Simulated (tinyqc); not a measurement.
Long runs: velocity against field: Monte Carlo simulation of one carrier in a uniform electric field. Computed by tinyqc, a small Python program. Command: `OMP_NUM_THREADS=1 python tinyqc.py 3001024 3001025 out.jsonl mcfl walk`. One thread of a shared host (Intel(R) Xeon(R) Processor @ 2.30GHz), about 3 s of CPU time with the checks.

The force e F acts along +z. Flights end at the constant total rate Gamma; the part of Gamma that the real rates do not fill is self-scattering, which leaves k unchanged. One valley, no impurities and no intervalley scattering.

Inputs (values chosen for the exercise, modelled on CdS):
```
quantity                                             value    unit
effective mass m                                     0.204     m_0
non-parabolicity alpha                                0.29    1/eV
static permittivity eps_s                              8.7       -
high-frequency permittivity eps_inf                    5.3       -
density rho                                           4820  kg/m^3
sound velocity v_l                                    4450     m/s
acoustic deformation potential D_A                     7.3      eV
optical phonon energy hbar w                          38.1     meV
lattice temperature T                                   77       K
electric field F                                      0.52   kV/cm
energy E_max up to which Gamma must cover the rates    0.6      eV
seed of the random numbers                           92664       -
```

Crystal: polar. Band: Kane.

Constants: k_B = 1.380649e-23 J/K; e = 1.602176634e-19 C; hbar = 1.054571817e-34 J s; m_0 = 9.1093837015e-31 kg; hbar = 6.582119569e-16 eV s; eps_0 = 8.8541878128e-12 F/m; k_B = 8.617333262e-05 eV/K.

Method:
- Kane band: hbar^2 k^2/(2 m) = E (1 + alpha E), speed v = hbar k/(m (1 + 2 alpha E)), states per spin, volume and energy g(E) = m k (1 + 2 alpha E)/(2 pi^2 hbar^2); overlap factors are set to 1. Masses are multiplied by m_0 and all formulas are in SI units.
- Phonon occupation N_q = 1/(exp(hbar w/(k_B T)) - 1).
- Acoustic deformation potential (elastic, equipartition, absorption and emission together): 1/tau = 2 pi k_B T D_A^2 g(E)/(hbar rho v_l^2).
- Polar optical, unscreened: W = e^2 w (1/eps_inf - 1/eps_s) m (1 + 2 alpha E') ln|(k + k')/(k - k')| / (4 pi eps_0 hbar^2 k), times N_q for absorption (E' = E + hbar w) and N_q + 1 for emission (E' = E - hbar w > 0), with alpha = 0 for a parabolic band; mean cosine of the angle <cos> = (k^2 + k'^2)/(2 k k') - 1/ln|(k + k')/(k - k')|.
- Gamma is 1.05 times the largest total rate on the grid E = (j + 1/2) E_max/400, j = 0..399.
- On the grid E_j = (j + 1/2) hbar w/12 up to 20 k_B T + 2 hbar w, solve (sum of rates) l(E) = v(E) + W_abs <cos> l(E + hbar w) + W_em <cos> l(E - hbar w); mu_0 = e sum g v l exp(-E/k_B T)/(3 k_B T sum g exp(-E/k_B T)).
- Flight: t = -ln(r1)/Gamma; k_z grows by e F t/hbar; E follows from the band; dz = (E_end - E_start)/(e F).
- Choice: with cumulative rates in the order acoustic, absorption, emission, the process is the first whose sum exceeds r2 Gamma; if none, self-scattering.
- Final state: E' = E, E + hbar w or E - hbar w gives k'. Isotropic processes: cos(theta) = 1 - 2 r3 from the z axis, phi = 2 pi r4, k' (sin theta cos phi, sin theta sin phi, cos theta). Polar processes: cos(b) = [1 + xi - (1 + 2 xi)^r3]/xi, xi = 2 k k'/(k - k')^2, b from the old direction n; new direction cos b n + sin b (cos phi e1 + sin phi e2), e1 = (z x n)/|z x n|, e2 = n x e1.
- Each row: 250 carriers from a thermal start, 1600 flights each, the first half discarded, random numbers not printed; the error is the standard error over ten groups; the mean energy is taken at the ends of flights, which sample time evenly. Fields at which more than 0.02 % of the events exceed Gamma are left out.

Gamma = 53.0113 1e12/s

low-field mobility mu_0 = 20007.1 cm^2/(V s)

Monte Carlo results:
```
F (kV/cm)  drift velocity (1e5 m/s)  error (1e5 m/s)  mu_0 F (1e5 m/s)  mean energy (meV)  real events (%)
0.13                          0.215            0.023            0.2601               14.3             1.33
0.26                          0.355            0.016            0.5202               14.9             1.33
0.52                          0.579            0.025            1.0404               15.5             1.47
1.00                          0.810            0.011            2.0007               15.6             1.75
2.10                          1.030            0.012            4.2015               16.4             2.39
```

What follows from these numbers?

At the lowest field the drift velocity is 0.83 +/- 0.09 of the ohmic value mu_0 F, at the highest 0.25 +/- 0.00. The mean energy goes from 14 to 16 meV against the parabolic-band thermal value 3 k_B T/2 = 10 meV: the curve bends below the ohmic line although the mean energy changes little, since phonon emission removes both energy and momentum. Only 1 to 2 % of the events are real; the rest is the price of a constant Gamma. Where hbar w is several k_B T, energy relaxes slowly and the low-field energies may still be drifting.

Extremes, crossings and ranges named in words are read from the listed rows.
